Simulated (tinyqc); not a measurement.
What moves the results: round or elliptic silicon nanowire with anisotropic valleys (Ritz method). A value that a table varies takes the place of the one given here.

Wire along x = [110] on a (001) wafer, y = [-110], z = [001]. Valley groups (w = inverse masses): A, two valleys along z: w_y = 1/mt, w_z = 1/ml, m_x = mt; B, four valleys in the wafer plane: w_y = (1/ml + 1/mt)/2, w_z = 1/mt, m_x = (ml + mt)/2.

Hard wall on the ellipse (y/a)^2 + (z/b)^2 = 1, c = hbar^2/2m0. With u = y/a, v = z/b the operator is -c [(w_y/a^2) d2/du2 + (w_z/b^2) d2/dv2] on the unit disc. Basis (1 - u^2 - v^2) u^i v^j; S, X and Y are the disc integrals of f f', (df/du)(df'/du) and (df/dv)(df'/dv), from the integral of u^p v^q = 2 Gamma((p+1)/2) Gamma((q+1)/2)/((p + q + 2) Gamma((p+q+2)/2)) for even p, q; H = c (w_y X/a^2 + w_z Y/b^2).

Converged values use 21 functions of each parity class (e or o in u, then in v).

Constants: hbar^2/2m0 = 3.80998211 eV angstrom^2.

Inputs chosen for the exercise (near those of a Si nanowire; not measured data):

| symbol | value | unit | meaning |
|---|---|---|---|
| ml | 0.899 | m0 | longitudinal mass |
| mt | 0.19 | m0 | transverse mass |
| a | 40 | angstrom | semi-axis along y |
| b | 19 | angstrom | semi-axis along z |
| asp | (0.4, 0.6, 0.8, 1, 1.3, 1.8, 2.5) |  | ratios a/b |
| area | 23.9 | nm^2 | cross-section, kept fixed |
| hw | 1 |  | height over mean width |

## Size of the basis

Lowest level of each group with 1, 3, 6 and 21 even functions.

Levels (meV):

| functions | A | B |
|---|---|---|
| 1 | 72.82 | 189.41 |
| 3 | 70.20 | 177.98 |
| 6 | 70.18 | 177.64 |
| 21 | 70.18 | 177.64 |

What does this show?

One function errs by 3.8 % for A and 6.6 % for B, six by 1.2e-05 and 0.0038 meV. The error grows with the axis ratio of the stretched ellipse (1.03, 2.71); for a circle it is 6/5.783 - 1 = 3.7 %.

## Flattening the wire at fixed area

a = sqrt(area x ratio/pi), b = a/ratio, 1 nm^2 = 100 angstrom^2; lowest level of each group.

Levels (eV):

| a/b | a (angstrom) | b (angstrom) | A | B |
|---|---|---|---|---|
| 0.4 | 17.4 | 43.6 | 0.1836 | 0.1441 |
| 0.6 | 21.4 | 35.6 | 0.1307 | 0.1224 |
| 0.8 | 24.7 | 30.8 | 0.1052 | 0.1187 |
| 1.0 | 27.6 | 27.6 | 0.0908 | 0.1222 |
| 1.3 | 31.4 | 24.2 | 0.0790 | 0.1336 |
| 1.8 | 37.0 | 20.6 | 0.0713 | 0.1597 |
| 2.5 | 43.6 | 17.4 | 0.0707 | 0.2014 |

What can be read from the table?

Each group is lowest where its stretched ellipse is a circle, at a/b = sqrt(w_y/w_z): 2.18 for A and 0.78 for B. The lowest group is B in the first row and A in the last, crossing between a/b = 0.6 and 0.8; B - A is -40 meV in the first row and +131 meV in the last.

## Shape of the cross-section

Equal area, hard walls, lowest level of -c (w_y d2/dy2 + w_z d2/dz2), c = hbar^2/2m0. Rectangle W x H with H/W = hw; ellipse with b/a = hw; trapezoid of height H, base W/0.8 and top 0.6 of the base; isosceles triangle of height H and base 2W. Ellipse, trapezoid and triangle by converged Ritz bases; 1 nm^2 = 100 angstrom^2.

Levels:

| shape | A (eV) | B (eV) | B - A (meV) |
|---|---|---|---|
| rectangle | 0.1003 | 0.1330 | 32.7 |
| ellipse | 0.0908 | 0.1222 | 31.4 |
| trapezoid | 0.0987 | 0.1356 | 36.8 |
| triangle | 0.0891 | 0.1759 | 86.8 |

W = 48.9 angstrom
H = 48.9 angstrom

What does this show, and why?

For group A the order is triangle, ellipse, trapezoid, rectangle, spanning 13 %. For group B the order is ellipse, rectangle, trapezoid, triangle, spanning 44 %. The ellipse lies below the rectangle for both groups, since corners hold little of the wave function. The triangle is lowest for A, whose light mass lies across the width and gains from the wide base. The spacing B - A of the valley groups runs from 31 to 87 meV.

## What each parameter does

Lowest level of groups A and B. Each row changes one parameter from the base and keeps the others.

Results:

| case | A (eV) | B (eV) | B - A (meV) |
|---|---|---|---|
| base | 0.0702 | 0.1776 | 107.5 |
| a = 43 angstrom | 0.0653 | 0.1741 | 108.8 |
| b = 22 angstrom | 0.0615 | 0.1389 | 77.4 |
| ml = 1.007 m0 | 0.0665 | 0.1771 | 110.6 |
| mt = 0.171 m0 | 0.0742 | 0.1969 | 122.7 |

How do the results move?

The largest shifts from the base row, up to three for each result and ties (the steps differ in size, so this ranks the rows, not the parameters). A (eV): b -0.0087, a -0.0049, mt +0.0040. B (eV): b -0.0387, mt +0.0192, a -0.0036. B - A (meV): b -30.0, mt +15.2, ml +3.2.

Program tinyqc; command `OMP_NUM_THREADS=1 python tinyqc.py 1281235 1281236 out.jsonl`; about 0.04 s on one thread of a shared Intel(R) Xeon(R) Processor @ 2.30GHz.
